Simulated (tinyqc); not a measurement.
Worked calculation: harmonic frequencies on the RHF/6-31g surface (energies and gradients from PySCF), for H3+, spin multiplicity 1. One step of it, computed by the program tinyqc.

Question. One row of the Hessian: 3Hy. Displace 3Hy by +/-0.01 bohr; H(k, :) = (g(+) - g(-)) / (2 delta).

optimised positions (bohr):
```
            x          y          z
1H   0.167304   0.910080  -0.037514
2H  -0.054144  -0.465544   0.739809
3H  -0.071586  -0.438867  -0.855362
```

gradient at +delta (hartree/bohr):
```
              x            y            z
1H  -0.00025581  -0.00142567  -0.00096812
2H  -0.00001181  -0.00008592   0.00018454
3H   0.00026762   0.00151159   0.00078358
```

gradient at -delta (hartree/bohr):
```
              x            y            z
1H   0.00024622   0.00139382   0.00093376
2H   0.00001172   0.00008267  -0.00017200
3H  -0.00025794  -0.00147648  -0.00076176
```

Give: row of the Hessian.

Answer.

row of the Hessian (hartree/bohr^2): 1Hx -0.02510, 1Hy -0.14097, 1Hz -0.09509, 2Hx -0.00118, 2Hy -0.00843, 2Hz 0.01783, 3Hx 0.02628, 3Hy 0.14940, 3Hz 0.07727
